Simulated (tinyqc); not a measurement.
# Charge needed for a dipole step

Two sheets of opposite charge dd apart with permittivity ei give the step D = q N dd/(eps0 ei).

Values chosen for this exercise: relative permittivity inside the dipole layer ei = 6.8; thickness of the dipole layer dd = 0.18 nm.

Constants: q = 1.602176634e-19 C, eps0 = 8.8541878128e-14 F/cm where lengths are in cm. Results are converted to the units shown.

Charge needed for a dipole step:
```
N (cm^-2),D (V),field (MV/cm),"moment (debye/nm^2, 1 D = 3.33564e-30 C m)"
1e12,0.004790,0.2661,0.08646
2.7e12,0.01293,0.7185,0.2334
6.8e12,0.03257,1.810,0.5879
1.7e13,0.08143,4.524,1.470
4.5e13,0.2155,11.97,3.891
1.1e14,0.5269,29.27,9.510
2.9e14,1.389,77.17,25.07
```

D is proportional to N, 0.1 V for 2.09e13 cm^-2. The same sheet as an uncompensated charge under 1 nm of a dielectric of permittivity 3.9 would shift the flat band by 0.969 V, and that shift would grow with thickness, which a dipole step does not. For N = 1.1e14, 2.9e14 the field exceeds 20 MV/cm; it acts over one bond length, where the sheet picture is only a bookkeeping device.

Numbers from tinyqc (`OMP_NUM_THREADS=1 python tinyqc.py 2410066 2410067 out.jsonl`; about 0.01 s on one thread of a shared Intel Xeon 2.30GHz).
